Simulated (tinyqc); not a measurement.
Worked calculation: Pariser-Parr-Pople SCF with singles CI, for the molecule c1c[cH+]ncnc1 (SMILES; centres numbered as the heavy atoms are written). Computed by tinyqc, a small Python program that keeps every step. Settings: charge = 1, gamma = MN, start = core, damping = 0.5, iteration cap = 76, excitations kept = 6. Command: `OMP_NUM_THREADS=1 python tinyqc.py 26787 26788 out.jsonl` (the two numbers bound the seeds that draw the settings). One thread of a shared host (Intel(R) Xeon(R) Processor @ 2.60GHz), about 0.01 s of CPU time with the checks. Later iterations appear only in the table of the cycle.

## PPP integrals

Centres (angstrom, eV; a flat drawing with bonds scaled to 1.40 angstrom):

| centre | x | y | core charge z | W | gamma_rr |
|---|---|---|---|---|---|
| 1C | 1.61300 | 0.00000 | 1 | 11.16000 | 11.13000 |
| 2C | 1.00600 | 1.26100 | 1 | 11.16000 | 11.13000 |
| 3C | -0.35900 | 1.57300 | 1 | 11.16000 | 11.13000 |
| 4N | -1.45400 | 0.70000 | 1 | 14.10000 | 12.30000 |
| 5C | -1.45400 | -0.70000 | 1 | 11.16000 | 11.13000 |
| 6N | -0.35900 | -1.57300 | 1 | 14.10000 | 12.30000 |
| 7C | 1.00600 | -1.26100 | 1 | 11.16000 | 11.13000 |

Resonance integrals (eV):

| i | j | beta |
|---|---|---|
| 1 | 2 | -2.50000 |
| 2 | 3 | -2.50000 |
| 3 | 4 | -2.62000 |
| 4 | 5 | -2.62000 |
| 5 | 6 | -2.62000 |
| 6 | 7 | -2.62000 |
| 7 | 1 | -2.50000 |

Mataga-Nishimoto: gamma = 14.399645/(R + a), a = 2 x 14.399645/(gamma_rr + gamma_ss); H_rr = -W_r - sum_(s != r) z_s gamma_rs; H_rs = beta for bonds.

repulsion gamma_rs (eV):
```
          1C        2C        3C        4N        5C        6N        7C
1C  11.13000   5.34655   3.77321   3.29132   3.24343   3.83818   5.34655
2C   5.34655  11.13000   5.34514   3.83753   3.24335   3.29153   3.77372
3C   3.77321   5.34514  11.13000   5.47603   3.77273   3.29122   3.24363
4N   3.29132   3.83753   5.47603  12.30000   5.47689   3.89843   3.29125
5C   3.24343   3.24335   3.77273   5.47689  11.13000   5.47603   3.77258
6N   3.83818   3.29153   3.29122   3.89843   5.47603  12.30000   5.47647
7C   5.34655   3.77372   3.24363   3.29125   3.77258   5.47647  11.13000
```

core matrix H (eV):
```
           1C         2C         3C         4N         5C         6N         7C
1C  -35.99924   -2.50000    0.00000    0.00000    0.00000    0.00000   -2.50000
2C   -2.50000  -35.99782   -2.50000    0.00000    0.00000    0.00000    0.00000
3C    0.00000   -2.50000  -36.06195   -2.62000    0.00000    0.00000    0.00000
4N    0.00000    0.00000   -2.62000  -39.37146   -2.62000    0.00000    0.00000
5C    0.00000    0.00000    0.00000   -2.62000  -36.14502   -2.62000    0.00000
6N    0.00000    0.00000    0.00000    0.00000   -2.62000  -39.37186   -2.62000
7C   -2.50000    0.00000    0.00000    0.00000    0.00000   -2.62000  -36.06419
```

## Starting guess

pi electrons, sum of z_r less the charge = 6

Orbitals of the core matrix H.

P at the start:
```
          1C        2C        3C        4N        5C        6N        7C
1C   0.77822   0.71688   0.31539  -0.19565  -0.20102   0.09500   0.49971
2C   0.71688   0.77780   0.49943   0.09526  -0.20092  -0.19582   0.31541
3C   0.31539   0.49943   0.57505   0.63703   0.08379  -0.23930   0.02032
4N  -0.19565   0.09526   0.63703   1.37262   0.59211  -0.01136  -0.23931
5C  -0.20102  -0.20092   0.08379   0.59211   0.54832   0.59210   0.08372
6N   0.09500  -0.19582  -0.23930  -0.01136   0.59210   1.37264   0.63702
7C   0.49971   0.31541   0.02032  -0.23931   0.08372   0.63702   0.57535
```

## Iteration 1: Fock matrix

F_rr = H_rr + P_rr gamma_rr / 2 + sum_(s != r) P_ss gamma_rs; F_rs = H_rs - P_rs gamma_rs / 2; E = tr P (H + F) / 2 + core repulsion sum_(r<s) z_r z_s gamma_rs.

F (eV):
```
           1C         2C        3C         4N        5C         6N        7C
1C  -10.69936   -4.41642  -0.59502    0.32198   0.32599   -0.18231  -3.83588
2C   -4.41642  -10.69969  -3.83477   -0.18277   0.32583    0.32228  -0.59514
3C   -0.59502   -3.83477  -9.79891   -4.36421  -0.15806    0.39380  -0.03295
4N    0.32198   -0.18277  -4.36421  -11.98680  -4.24145    0.02213   0.39381
5C    0.32599    0.32583  -0.15806   -4.24145  -8.67246   -4.24119  -0.15791
6N   -0.18231    0.32228   0.39380    0.02213  -4.24119  -11.98585  -4.36430
7C   -3.83588   -0.59514  -0.03295    0.39381  -0.15791   -4.36430  -9.79769
```

pi energy = -87.18268 eV

## Iteration 1: orbitals and new P

Diagonalise F (the basis is taken as orthonormal) and form P = 2 sum c c over the lowest orbitals; 0.5 of the old P is kept.

orbital energies (eV): -18.90353  -16.37779  -16.33609  -8.00701  -7.30407  -3.67212  -3.04015

P after iteration 1:
```
          1C        2C        3C        4N        5C        6N        7C
1C   0.81206   0.72258   0.26896  -0.21705  -0.20214   0.10459   0.51684
2C   0.72258   0.81182   0.51667   0.10473  -0.20210  -0.21716   0.26899
3C   0.26896   0.51667   0.63936   0.66572   0.11834  -0.23945  -0.05031
4N  -0.21705   0.10473   0.66572   1.25519   0.59819   0.03430  -0.23942
5C  -0.20214  -0.20210   0.11834   0.59819   0.58686   0.59819   0.11830
6N   0.10459  -0.21716  -0.23945   0.03430   0.59819   1.25519   0.66570
7C   0.51684   0.26899  -0.05031  -0.23942   0.11830   0.66570   0.63953
```

## Iteration 2: Fock matrix

As before.

F (eV):
```
           1C         2C        3C         4N        5C         6N        7C
1C  -10.45571   -4.43166  -0.50742    0.35719   0.32782   -0.20072  -3.88166
2C   -4.43166  -10.45578  -3.88083   -0.20095   0.32775    0.35740  -0.50755
3C   -0.50742   -3.88083  -9.80756   -4.44276  -0.22323    0.39404   0.08160
4N    0.35719   -0.20095  -4.44276  -12.15049  -4.25810   -0.06686   0.39400
5C    0.32782    0.32775  -0.22323   -4.25810  -9.03948   -4.25785  -0.22316
6N   -0.20072    0.35740   0.39404   -0.06686  -4.25785  -12.14995  -4.44284
7C   -3.88166   -0.50755   0.08160    0.39400  -0.22316   -4.44284  -9.80699
```

pi energy = -87.55844 eV

## Iteration 2: orbitals and new P

As before.

orbital energies (eV): -19.00253  -16.58736  -16.34285  -7.94519  -7.27890  -3.46377  -3.24537

P after iteration 2:
```
          1C        2C        3C        4N        5C        6N        7C
1C   0.82808   0.72360   0.24557  -0.22652  -0.20416   0.11113   0.52732
2C   0.72360   0.82794   0.52720   0.11121  -0.20415  -0.22660   0.24560
3C   0.24557   0.52720   0.67388   0.67916   0.13454  -0.24053  -0.08770
4N  -0.22652   0.11121   0.67916   1.19181   0.60294   0.05785  -0.24050
5C  -0.20416  -0.20415   0.13454   0.60294   0.61251   0.60294   0.13453
6N   0.11113  -0.22660  -0.24053   0.05785   0.60294   1.19181   0.67913
7C   0.52732   0.24560  -0.08770  -0.24050   0.13453   0.67913   0.67397
```

## Iteration 3: Fock matrix

As before.

F (eV):
```
           1C         2C        3C         4N        5C         6N        7C
1C  -10.33459   -4.43437  -0.46330    0.37277   0.33110   -0.21327  -3.90966
2C   -4.43437  -10.33453  -3.90898   -0.21338   0.33107    0.37293  -0.46342
3C   -0.46330   -3.90898  -9.81600   -4.47955  -0.25380    0.39582   0.14223
4N    0.37277   -0.21338  -4.47955  -12.22988  -4.27112   -0.11276   0.39577
5C    0.33110    0.33107  -0.25380   -4.27112  -9.22651   -4.27086  -0.25375
6N   -0.21327    0.37293   0.39582   -0.11276  -4.27086  -12.22955  -4.47963
7C   -3.90966   -0.46342   0.14223    0.39577  -0.25375   -4.47963  -9.81575
```

pi energy = -87.75807 eV

## Iteration 3: orbitals and new P

As before.

orbital energies (eV): -19.07772  -16.69524  -16.32568  -7.92273  -7.26875  -3.35728  -3.33940

P after iteration 3:
```
          1C        2C        3C        4N        5C        6N        7C
1C   0.83544   0.72272   0.23379  -0.23052  -0.20613   0.11562   0.53394
2C   0.72272   0.83535   0.53386   0.11567  -0.20613  -0.23059   0.23381
3C   0.23379   0.53386   0.69265   0.68521   0.14175  -0.24171  -0.10759
4N  -0.23052   0.11567   0.68521   1.15732   0.60636   0.07026  -0.24168
5C  -0.20613  -0.20613   0.14175   0.60636   0.62922   0.60635   0.14174
6N   0.11562  -0.23059  -0.24171   0.07026   0.60635   1.15731   0.68519
7C   0.53394   0.23381  -0.10759  -0.24168   0.14174   0.68519   0.69271
```

## Convergence

Stop when output and input P, before any damping, agree to 1e-7.

Course of the cycle:

| iteration | E (eV) | largest \|P(out) - P(in)\| |
|---|---|---|
| 1 | -87.1826754 | 2.35e-01 |
| 2 | -87.5584365 | 1.27e-01 |
| 3 | -87.7580673 | 6.90e-02 |
| 4 | -87.8618673 | 3.79e-02 |
| 5 | -87.9152076 | 2.11e-02 |
| 6 | -87.9424354 | 1.19e-02 |
| 7 | -87.9562806 | 6.82e-03 |
| 8 | -87.9633052 | 3.98e-03 |
| 9 | -87.9668650 | 2.36e-03 |
| 10 | -87.9686679 | 1.43e-03 |
| 11 | -87.9695808 | 9.23e-04 |
| ... | ... | ... |
| 30 | -87.9705182 | 1.99e-06 |
| 31 | -87.9705182 | 1.45e-06 |
| 32 | -87.9705182 | 1.06e-06 |
| 33 | -87.9705182 | 7.75e-07 |
| 34 | -87.9705182 | 5.66e-07 |
| 35 | -87.9705182 | 4.13e-07 |
| 36 | -87.9705182 | 3.02e-07 |
| 37 | -87.9705182 | 2.21e-07 |
| 38 | -87.9705182 | 1.61e-07 |
| 39 | -87.9705182 | 1.18e-07 |
| 40 | -87.9705182 | 8.59e-08 |

Converged in 40 iterations.

## Converged orbitals

Charges are z - P_rr.

orbital energies (eV): -19.17531  -16.81014  -16.30227  -7.92322  -7.24720  -3.42123  -3.25495

coefficients:
```
        MO1       MO2       MO3       MO4       MO5       MO6       MO7
1C  0.28456  -0.17755   0.55445  -0.42697   0.30939  -0.12530   0.53512
2C  0.28453   0.17710   0.55460   0.42692   0.30954  -0.12584  -0.53497
3C  0.34239   0.46054   0.17149   0.33450  -0.47878   0.35258   0.41932
4N  0.46645   0.50649  -0.28728  -0.45371  -0.09132  -0.43764  -0.19403
5C  0.41038   0.00020  -0.40126  -0.00007   0.57733   0.58075  -0.00027
6N  0.46646  -0.50623  -0.28772   0.45375  -0.09121  -0.43743   0.19446
7C  0.34244  -0.46067   0.17110  -0.33437  -0.47882   0.35216  -0.41971
```

pi charges: 1C 0.16017, 2C 0.16020, 3C 0.28253, 4N -0.11328, 5C 0.34116, 6N -0.11326, 7C 0.28248

## Singles CI, singlets

Over the 6 single excitations with the smallest orbital gaps: A = (e_a - e_i) delta + 2 (ia|jb) - (ij|ab), with (pq|rs) = sum c_mp c_mq gamma_mn c_nr c_ns. f = 2/3 w |mu|^2 in atomic units, mu = sqrt2 sum c_ia sum_m c_mi c_ma R_m.

singlet CI matrix (eV):
```
          3>4       2>4       3>5       2>5       1>4       1>5
3>4   5.49503   0.00010  -0.00016  -0.82460  -0.00868   0.00003
2>4   0.00010   6.04752   0.67923   0.00012   0.00013  -0.10658
3>5  -0.00016   0.67923   5.93667   0.00015   0.00004   0.00761
2>5  -0.82460   0.00012   0.00015   6.23174   0.09840   0.00005
1>4  -0.00868   0.00013   0.00004   0.09840   7.90784  -0.00004
1>5   0.00003  -0.10658   0.00761   0.00005  -0.00004   8.37205
```

singlet excitation energies (eV): 4.95952  5.30863  6.67044  6.75990  7.91520  8.37717

oscillator strengths: 0.08094  0.00056  1.38947  1.35443  0.00892  0.06153

## Singles CI, triplets

Over the 6 single excitations with the smallest orbital gaps: A = (e_a - e_i) delta - (ij|ab), with (pq|rs) = sum c_mp c_mq gamma_mn c_nr c_ns.

triplet CI matrix (eV):
```
          3>4       2>4       3>5       2>5       1>4       1>5
3>4   3.08673  -0.00008  -0.00010   0.06745  -0.11717   0.00000
2>4  -0.00008   3.50891   0.06745  -0.00005   0.00015   0.21711
3>5  -0.00010   0.06745   4.01520   0.00005   0.00000   0.09838
2>5   0.06745  -0.00005   0.00005   4.54120   0.21711  -0.00009
1>4  -0.11717   0.00015   0.00000   0.21711   6.00845  -0.00003
1>5   0.00000   0.21711   0.09838  -0.00009  -0.00003   6.79905
```

triplet excitation energies (eV): 3.07804  3.48759  4.01850  4.51461  6.04373  6.81708
